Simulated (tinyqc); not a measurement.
Equation-of-state fits to an energy-volume table made by a known binding curve. Changing the compression V/V_0 for the pressure test. Computed by tinyqc, a small Python program. Command: `OMP_NUM_THREADS=1 python tinyqc.py 3017944 3017945 out.jsonl eosfit sweep`. One thread of a shared host (Intel(R) Xeon(R) Processor @ 2.30GHz), about 0.05 s of CPU time with the checks.

With x = (V/V_0)^(1/3), the energy per atom is E = D [exp(-2 eta (x - 1)) - 2 exp(-eta (x - 1))], so that B0 = 2 D eta^2/(9 V_0) and B' = 1 + eta. B' = dB/dP at P = 0.

Inputs (values chosen for the exercise, for a model crystal):
```
quantity                             value             unit
cohesive energy D                     1.04          eV/atom
true volume V_0                       18.9  angstrom^3/atom
stiffness eta                         3.81                -
half-width of the volume window w     0.04                -
shift of the window centre s       0.00019                -
points N                                11                -
```

Binding curve: Morse. Noise: none.

Constants: 1 eV/angstrom^3 = 160.2176634 GPa.

Method:
- B0 and B' from the formulas above; P = -dE/dV at V = c V_0 (c the compression chosen), from the curve itself.
- Table: V_j = V_0 [1 + s + w (2 j/(N - 1) - 1)], j = 0..N-1, rounded to 0.001; E_j from the curve, rounded to 1e-7 eV.
- Third-order Birch-Murnaghan is a cubic in u = V^(-2/3): fit it by linear least squares, find the minimum, and take B0 = V E''(V), B' = -1 - V E'''/E'' there.
- Errors are fitted minus exact, relative; the pressure at c V_0 uses P = (3 B0/2) (x^7 - x^5) [1 + (3/4)(B' - 4)(x^2 - 1)], x = (V0/V)^(1/3) with the fitted values.

One run for each value; columns: (1) compression V/V_0 for the pressure test; (2) exact pressure at c V_0 (GPa); (3) fitted pressure at c V_0 (GPa); (4) error of that pressure (%):
```
(1)     (2)    (3)        (4)
0.60  46.63  50.50  8.291e+00
0.65  33.02  34.95  5.836e+00
0.70  23.20  24.12  3.964e+00
0.75  16.02  16.43  2.554e+00
0.80  10.72  10.89  1.517e+00
0.84   7.49   7.55  9.109e-01
0.88   4.92   4.95  4.740e-01
0.92   2.89   2.90  1.843e-01
0.96   1.28   1.28  2.429e-02
```

Describe and explain the trends.

Over the rows, exact pressure at c V_0 (GPa) falls from 46.6 to 1.28 (exponent d ln y / d ln x -4.3 between the first rows and -19 between the last); fitted pressure at c V_0 (GPa) falls from 50.5 to 1.28 (exponent d ln y / d ln x -4.6 between the first rows and -19 between the last); error of that pressure (%) falls from 8.29 to 0.0243 (exponent d ln y / d ln x -4.4 between the first rows and -48 between the last). The window ends at V/V_0 = 0.96; rows below it extrapolate.

Extremes, crossings and ranges named in words are read from the listed rows.
